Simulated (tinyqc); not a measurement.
Tight binding, honeycomb lattice, step by step. Computed by tinyqc, a small Python program that keeps every step. Settings: t1 = 2.9, t2 = 0, phi = -2.48, delta = 0.73, points = 5. Command: `OMP_NUM_THREADS=1 python tinyqc.py 25248 25249 out.jsonl` (the two numbers bound the seeds that draw the settings). One thread of a shared host (Intel(R) Xeon(R) Processor @ 2.60GHz), about 0.01 s of CPU time with the checks.

## Bloch Hamiltonian at k

Parameters chosen for this model:
```
parameter      value                        unit
t1          2.900000                 eV, nearest
t2                 0       eV, second neighbours
phi        -2.480000  rad, phase of t2 (Haldane)
delta       0.730000          eV, +/- on A and B
```

k point k (fractions of the reciprocal vectors): -0.310000  0.170000

H_AB = -t1 (1 + exp(-i k.a1) + exp(-i k.a2)); H_AA = delta - 2 t2 sum cos(k.b + phi), H_BB = -delta - 2 t2 sum cos(k.b - phi), b = a1, a2 - a1, -a2.

H(k) at k (eV):
```
                     A                    B
A             0.730000  -3.229524-0.155062i
B  -3.229524+0.155062i            -0.730000
```

## Levels at k

Diagonalise the Hermitian matrix.

eigenvalues (eV): -3.314630  3.314630

weights |c|^2 of the basis functions:
```
     band 1    band 2
A  0.389882  0.610118
B  0.610118  0.389882
```

## Bloch Hamiltonian at K

k point K (fractions of the reciprocal vectors): 0.333333  0.666667

As before.

H(k) at K (eV):
```
          A          B
A  0.730000   0.000000
B  0.000000  -0.730000
```

## Levels at K

As before.

eigenvalues (eV): -0.730000  0.730000

weights |c|^2 of the basis functions:
```
     band 1    band 2
A  0.000000  1.000000
B  1.000000  0.000000
```

## Bands along a path

The same steps at evenly spaced points between the labelled ones.

Bands along the path (eV):
```
k             band 1    band 2
G          -8.730573  8.730573
G-K 0.20   -8.230999  8.230999
G-K 0.40   -6.820138  6.820138
G-K 0.60   -4.748744  4.748744
G-K 0.80   -2.407098  2.407098
K          -0.730000  0.730000
K-M 0.20   -1.222775  1.222775
K-M 0.40   -1.935261  1.935261
K-M 0.60   -2.507191  2.507191
K-M 0.80   -2.867725  2.867725
M          -2.990468  2.990468
M-K' 0.20  -2.867725  2.867725
M-K' 0.40  -2.507191  2.507191
M-K' 0.60  -1.935261  1.935261
M-K' 0.80  -1.222775  1.222775
K'         -0.730000  0.730000
```

With 1 band(s) filled, the highest filled level on these points lies at K and the lowest empty one at K: a gap of 1.4600 eV, direct.

## Chern number of the lower band

On a 5 x 5 mesh, the phase of the product of overlaps around each plaquette (k1 then k2); the sum over 2 pi is an integer.

plaquette phases (rad):
```
           1          2          3          4          5
1   0.000000  -0.027011  -0.094195   0.052990   0.013901
2   0.027011   0.000000  -0.530739  -1.247704   0.052990
3   0.094195   0.530739   0.000000  -0.530739  -0.094195
4  -0.052990   1.247704   0.530739   0.000000  -0.027011
5  -0.013901  -0.052990   0.094195   0.027011   0.000000
```

Chern number = 0.000000
